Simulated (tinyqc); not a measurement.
Worked calculation: RHF in the sto-6g basis, for H6, spin multiplicity 1. One step of it, computed by the program tinyqc.

Task: Iteration 3: building the Fock matrix. J_ij = sum D_kl (ij|kl), K_ij = sum D_kl (ik|jl); F = H + J - 0.5 K; E = tr D H + tr D J / 2 - 0.25 tr D K + E_nn.

D after iteration 2, lower triangle:
```
           1H 1s      2H 1s      3H 1s      4H 1s     5H 1s     6H 1s
1H 1s   0.707105
2H 1s   0.669045   0.680299
3H 1s  -0.104380   0.079164   0.694454
4H 1s  -0.263365  -0.093787   0.652027   0.694543
5H 1s   0.022648  -0.022998  -0.093652   0.079063  0.680337
6H 1s   0.112946   0.022654  -0.262964  -0.104246  0.669097  0.707040
```

core Hamiltonian H = T + V (hartree), lower triangle:
```
           1H 1s      2H 1s      3H 1s      4H 1s      5H 1s      6H 1s
1H 1s  -1.509092
2H 1s  -0.914430  -1.789431
3H 1s  -0.126148  -0.664653  -1.908446
4H 1s  -0.018673  -0.131698  -1.021802  -1.908223
5H 1s  -0.001138  -0.010589  -0.131461  -0.663637  -1.789080
6H 1s  -0.000097  -0.001138  -0.018636  -0.125918  -0.914336  -1.508963
```

Two-electron integrals (ij|kl) in chemists' order, unique and non-zero (hartree):
```
(11|11) 0.774999   (21|11) 0.273747   (21|21) 0.127260   (22|11) 0.452465
(22|21) 0.273747   (22|22) 0.774999   (31|11) 0.022941   (31|21) 0.011990
(31|22) 0.030303   (31|31) 0.001431   (32|11) 0.091633   (32|21) 0.055786
(32|22) 0.167993   (32|31) 0.008156   (32|32) 0.053494   (33|11) 0.214626
(33|21) 0.124883   (33|22) 0.371492   (33|31) 0.022941   (33|32) 0.167993
(33|33) 0.774999   (41|11) 0.002570   (41|21) 0.001369   (41|22) 0.003544
(41|31) 0.000179   (41|32) 0.001075   (41|33) 0.003544   (41|41) 0.000024
(42|11) 0.013402   (42|21) 0.007856   (42|22) 0.022941   (42|31) 0.001220
(42|32) 0.008156   (42|33) 0.030303   (42|41) 0.000179   (42|42) 0.001431
(43|11) 0.079842   (43|21) 0.044355   (43|22) 0.124883   (43|31) 0.007856
(43|32) 0.055786   (43|33) 0.273747   (43|41) 0.001369   (43|42) 0.011990
(43|43) 0.127260   (44|11) 0.149273   (44|21) 0.079842   (44|22) 0.214626
(44|31) 0.013402   (44|32) 0.091633   (44|33) 0.452465   (44|41) 0.002570
(44|42) 0.022941   (44|43) 0.273747   (44|44) 0.774999   (51|11) 0.000111
(51|21) 0.000061   (51|22) 0.000164   (51|31) 0.000009   (51|32) 0.000055
(51|33) 0.000198   (51|41) 1.28e-06   (51|42) 0.000010   (51|43) 0.000084
(51|44) 0.000177   (51|51) 7.34e-08   (52|11) 0.000838   (52|21) 0.000474
(52|22) 0.001341   (52|31) 0.000075   (52|32) 0.000498   (52|33) 0.001957
(52|41) 0.000012   (52|42) 0.000096   (52|43) 0.000878   (52|44) 0.001957
(52|51) 7.12e-07   (52|52) 0.000007   (53|11) 0.008129   (53|21) 0.004354
(53|22) 0.011738   (53|31) 0.000723   (53|32) 0.004911   (53|33) 0.022896
(53|41) 0.000128   (53|42) 0.001109   (53|43) 0.011967   (53|44) 0.030246
(53|51) 0.000009   (53|52) 0.000096   (53|53) 0.001426   (54|11) 0.037990
(54|21) 0.019735   (54|22) 0.051221   (54|31) 0.003102   (54|32) 0.020273
(54|33) 0.091484   (54|41) 0.000569   (54|42) 0.004912   (54|43) 0.055694
(54|44) 0.167710   (54|51) 0.000043   (54|52) 0.000497   (54|53) 0.008130
(54|54) 0.053333   (55|11) 0.107360   (55|21) 0.054480   (55|22) 0.137520
(55|31) 0.008141   (55|32) 0.051283   (55|33) 0.214540   (55|41) 0.001412
(55|42) 0.011755   (55|43) 0.124820   (55|44) 0.371260   (55|51) 0.000111
(55|52) 0.001341   (55|53) 0.022896   (55|54) 0.167710   (55|55) 0.774999
(61|11) 0.000007   (61|21) 3.91e-06   (61|22) 0.000011   (61|31) 6.04e-07
(61|32) 3.95e-06   (61|33) 0.000016   (61|41) 9.48e-08   (61|42) 7.68e-07
(61|43) 0.000007   (61|44) 0.000016   (61|51) 5.79e-09   (61|52) 5.87e-08
(61|53) 7.67e-07   (61|54) 3.94e-06   (61|55) 0.000011   (62|11) 0.000073
(62|21) 0.000040   (62|22) 0.000111   (62|31) 0.000006   (62|32) 0.000043
(62|33) 0.000177   (62|41) 1.05e-06   (62|42) 0.000009   (62|43) 0.000084
(62|44) 0.000198   (62|51) 6.75e-08   (62|52) 7.12e-07   (62|53) 0.000010
(62|54) 0.000055   (62|55) 0.000164   (62|61) 5.79e-09   (62|62) 7.34e-08
(63|11) 0.001020   (63|21) 0.000535   (63|22) 0.001410   (63|31) 0.000086
(63|32) 0.000568   (63|33) 0.002565   (63|41) 0.000015   (63|42) 0.000128
(63|43) 0.001366   (63|44) 0.003537   (63|51) 1.05e-06   (63|52) 0.000012
(63|53) 0.000178   (63|54) 0.001072   (63|55) 0.003537   (63|61) 9.46e-08
(63|62) 1.28e-06   (63|63) 0.000024   (64|11) 0.006231   (64|21) 0.003188
(64|22) 0.008129   (64|31) 0.000485   (64|32) 0.003101   (64|33) 0.013376
(64|41) 0.000086   (64|42) 0.000723   (64|43) 0.007841   (64|44) 0.022896
(64|51) 0.000006   (64|52) 0.000075   (64|53) 0.001215   (64|54) 0.008130
(64|55) 0.030246   (64|61) 6.03e-07   (64|62) 0.000009   (64|63) 0.000178
(64|64) 0.001426   (65|11) 0.043665   (65|21) 0.021888   (65|22) 0.054480
(65|31) 0.003193   (65|32) 0.019759   (65|33) 0.079815   (65|41) 0.000536
(65|42) 0.004361   (65|43) 0.044336   (65|44) 0.124820   (65|51) 0.000040
(65|52) 0.000474   (65|53) 0.007841   (65|54) 0.055694   (65|55) 0.273747
(65|61) 3.91e-06   (65|62) 0.000061   (65|63) 0.001366   (65|64) 0.011967
(65|65) 0.127260   (66|11) 0.088049   (66|21) 0.043665   (66|22) 0.107360
(66|31) 0.006240   (66|32) 0.038038   (66|33) 0.149231   (66|41) 0.001022
(66|42) 0.008141   (66|43) 0.079815   (66|44) 0.214540   (66|51) 0.000073
(66|52) 0.000838   (66|53) 0.013376   (66|54) 0.091484   (66|55) 0.452465
(66|61) 0.000007   (66|62) 0.000111   (66|63) 0.002565   (66|64) 0.022896
(66|65) 0.273747   (66|66) 0.774999
```

nuclear repulsion = 3.83123581 hartree

Give: Coulomb J; exchange K; Fock matrix F; total energy of this density.

Result:

Coulomb J (hartree), lower triangle:
```
        1H 1s   2H 1s   3H 1s   4H 1s   5H 1s   6H 1s
1H 1s  1.7812
2H 1s  0.8528  2.0433
3H 1s  0.1035  0.6010  2.1595
4H 1s  0.0146  0.1088  0.9560  2.1594
5H 1s  0.0008  0.0082  0.1086  0.6000  2.0430
6H 1s  0.0001  0.0008  0.0146  0.1033  0.8527  1.7810
```

exchange K (hartree), lower triangle:
```
         1H 1s    2H 1s    3H 1s   4H 1s   5H 1s   6H 1s
1H 1s   0.9976
2H 1s   0.7660   1.0387
3H 1s   0.1106   0.3561   1.0361
4H 1s  -0.0168   0.1088   0.7564  1.0360
5H 1s  -0.0032   0.0063   0.1086  0.3555  1.0386
6H 1s   0.0080  -0.0032  -0.0168  0.1104  0.7660  0.9976
```

Fock matrix F (hartree), lower triangle:
```
         1H 1s    2H 1s    3H 1s    4H 1s    5H 1s    6H 1s
1H 1s  -0.2267
2H 1s  -0.4446  -0.2655
3H 1s  -0.0780  -0.2417  -0.2670
4H 1s   0.0044  -0.0773  -0.4440  -0.2669
5H 1s   0.0013  -0.0055  -0.0771  -0.2413  -0.2654
6H 1s  -0.0040   0.0013   0.0043  -0.0778  -0.4446  -0.2267
```

total energy of this density = -3.133082 hartree
